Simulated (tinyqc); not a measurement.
From results back to parameters: pi bands of a honeycomb layer in tight binding. Four cases, with inputs chosen for the exercise.

Problem. With nearest hopping t, overlap s0 of neighbours and w the size of the sum of the three phase factors, the levels are -t w/(1 + s0 w) and t w/(1 - s0 w). The levels at Gamma (w = 3) come from hidden t and s0.

Find: t, s0; difference at M (w = 1).

Method. The reciprocals of the sizes add to 2/(3t) and differ by 2 s0/t.

Case 1.

levels at Gamma (eV): lower -6.32544, upper 11.98263

Solution.

t, s0: 2.760  0.103

difference at M (w = 1) = 5.579 eV

Case 2.

levels at Gamma (eV): lower -5.35974, upper 8.68938

Solution.

t, s0: 2.210  0.079

difference at M (w = 1) = 4.448 eV

Case 3.

levels at Gamma (eV): lower -7.01264, upper 8.71076

Solution.

t, s0: 2.590  0.036

difference at M (w = 1) = 5.187 eV

Case 4.

levels at Gamma (eV): lower -7.13632, upper 8.59978

Solution.

t, s0: 2.600  0.031

difference at M (w = 1) = 5.205 eV

Computed by tinyqc, one run a case: `OMP_NUM_THREADS=1 python tinyqc.py N N+1 out.jsonl` with N = 1482573, 1482595, 1482724, 1482836; one thread of a shared Intel(R) Xeon(R) Processor @ 2.30GHz, about 0.01 s a run at most.
